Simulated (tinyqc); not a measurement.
CCSD on RHF in the 6-31g basis, for H2, spin multiplicity 1, step by step. One step of it, computed by the program tinyqc.

Task: Iteration 8 (converged): orbitals. Diagonalise F' = X^T F X, C = X C', fill 1 alpha and 1 beta electrons from the bottom; D = 2 C_occ C_occ^T. Each column has its largest component positive (the first on a tie).

converged F (hartree), lower triangle:
```
,1H 1s,1H 2s,2H 1s,2H 2s
1H 1s,-0.002839
1H 2s,-0.488255,-0.334805
2H 1s,-0.527537,-0.493023,-0.002839
2H 2s,-0.493023,-0.374842,-0.488255,-0.334805
```

X, lower triangle:
```
,1H 1s,1H 2s,2H 1s,2H 2s
1H 1s,1.278667
1H 2s,-0.499056,1.905956
2H 1s,-0.155041,0.063069,1.278667
2H 2s,0.063069,-0.944564,-0.499056,1.905956
```

Give: F' = X^T F X; orbital energies; coefficients C; D after iteration 8.

Result:

F' = X^T F X (hartree), lower triangle:
```
,1,2,3,4
1,0.6202
2,-0.5777,0.2709
3,-0.4633,-0.1116,0.6202
4,-0.1116,-0.2050,-0.5777,0.2709
```

orbital energies (hartree): MO1 -0.5794, MO2 0.2233, MO3 0.8022, MO4 1.3360

coefficients C:
```
,MO1,MO2,MO3,MO4
1H 1s,0.3179,0.1335,0.7907,-1.0807
1H 2s,0.2856,1.5829,-0.6897,1.3097
2H 1s,0.3179,-0.1335,0.7907,1.0807
2H 2s,0.2856,-1.5829,-0.6897,-1.3097
```

D after iteration 8, lower triangle:
```
,1H 1s,1H 2s,2H 1s,2H 2s
1H 1s,0.2022
1H 2s,0.1816,0.1631
2H 1s,0.2022,0.1816,0.2022
2H 2s,0.1816,0.1631,0.1816,0.1631
```
